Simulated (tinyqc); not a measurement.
Floating body of a partially depleted SOI transistor: body voltage and kink: transfer curve and swing.

Source at 0 V. Channel current Ic = 2 nf K Vt^2 [F(0) - F(Vd)](1 + la Vd), F(V) = ln^2(1 + exp((Vg - VT - nf V)/(2 nf Vt))), VT = VT0 - gb Vb. Saturation voltage Vs = 2 Vt sqrt(F(0)) + 3 Vt, excess Ve = (Vd - Vs + sqrt((Vd - Vs)^2 + 0.0004 V^2))/2, multiplication M1 = Ai Ve exp(-Bl/Ve). Each junction passes D(v) = J1 (exp(v/Vt) - 1) + J2 (exp(v/(2 Vt)) - 1). Bipolar current Ib = bb J1 (exp(Vb/Vt) - 1). The body settles where M1 (Ic + Ib) = D(Vb) + D(Vb - Vd) + Vb/Rb; drain current Id = (1 + M1)(Ic + Ib) - D(Vb - Vd).

Rows with more than one solution for Vb (latch) are left out; dId/dVd by a forward difference over 1e-4 V, swing = 1e-4 V over the change of log10 Id; M1 under 1e-12 is printed as 0.

Parameters, values chosen for the exercise; values of the order met in partially depleted silicon-on-insulator transistors: temperature T = 330 K; threshold at zero body voltage VT0 = 0.33 V; fall of the threshold per volt of body voltage gb = 0.19; slope factor nf = 1.5; gain factor per width K = 310 uA/(V^2 um); channel-length modulation factor la = 0.08 1/V; impact-ionisation prefactor Ai = 2.31 1/V; impact-ionisation voltage Bl = 4.7 V; diffusion saturation current of each junction J1 = 4.6e-11 uA/um; recombination saturation current of each junction J2 = 3.8e-8 uA/um; gain of the lateral bipolar transistor on the diffusion current bb = 3; resistance of a weak body tie to the source (1e9 stands for no tie, and the term is then dropped) Rb = 1e9 kohm um; drain voltage Vd = 1.1 V.

Constants: q = 1.602176634e-19 C, kB = 1.380649e-23 J/K, Vt = kB T/q. Results are converted to the units shown.

Result of one run:
columns A: Vg (V); B: Vb (V); C: M1; D: Id, floating (uA/um); E: Id, grounded (uA/um); F: ratio; G: swing, floating (mV/decade); H: swing, grounded (mV/decade)
```
A          B         C      D      E      F      G      H
0.68  0.5915  0.002102  24.28  13.94  1.741  551.4  413.2
```

What becomes of these results when the gate voltage Vg is changed from 0.68 to 0.48 V, all else the same?

Result of the changed run:
columns A: Vg (V); B: Vb (V); C: M1; D: Id, floating (uA/um); E: Id, grounded (uA/um); F: ratio; G: swing, floating (mV/decade); H: swing, grounded (mV/decade)
```
A          B         C      D      E      F      G      H
0.48  0.5950  0.007035  8.233  3.043  2.706  324.2  221.8
```

The whole series:
columns A: Vg (V); B: Vb (V); C: M1; D: Id, floating (uA/um); E: Id, grounded (uA/um); F: ratio; G: swing, floating (mV/decade); H: swing, grounded (mV/decade)
```
A           B         C         D         E      F      G      H
-0.12  0.1961   0.02278  5.229e-5  2.186e-5  2.392  75.95  98.64
-0.02  0.3414   0.02258  0.001033  2.250e-4  4.593  80.26  99.05
0.08   0.4405   0.02189   0.01557  0.002262  6.881  90.25  100.8
0.18   0.5105   0.01987    0.1631   0.02114  7.716  109.1  106.3
0.28   0.5576   0.01595     1.005    0.1633  6.150  151.7  121.7
0.38   0.5837   0.01118     3.515    0.8796  3.996  225.9  157.7
0.48   0.5950  0.007035     8.233     3.043  2.706  324.2  221.8
0.58   0.5967  0.004039     15.18     7.333  2.071  435.1  310.1
0.68   0.5915  0.002102     24.28     13.94  1.741  551.4  413.2
```

Vb goes from 0.196 through a maximum of 0.597 (at Vg = 0.58 V among the rows listed) to 0.592 V. The smallest swing among the rows is 75.9 mV a decade with a floating body (at Vg = -0.12 V) and 98.6 with a grounded one; Vt ln 10 = 65.5. The floating swing is smaller by more than 3 % for Vg = -0.12, -0.02, 0.08 V, where the rising Vb lowers the threshold as Vg rises. In the first row the floating body raises the current by a factor of 2.39.

Range of the model: The multiplication law is an empirical form chosen for the exercise; self-heating and capacitive coupling to the body are left out, and the linear laws are rough once Vb passes about 0.7 V or M1 about 0.1.

Computed by the program tinyqc: `OMP_NUM_THREADS=1 python tinyqc.py 2182164 2182165 out.jsonl`, one thread of a shared Intel Xeon 2.30GHz, about 0.2 s for the whole run.
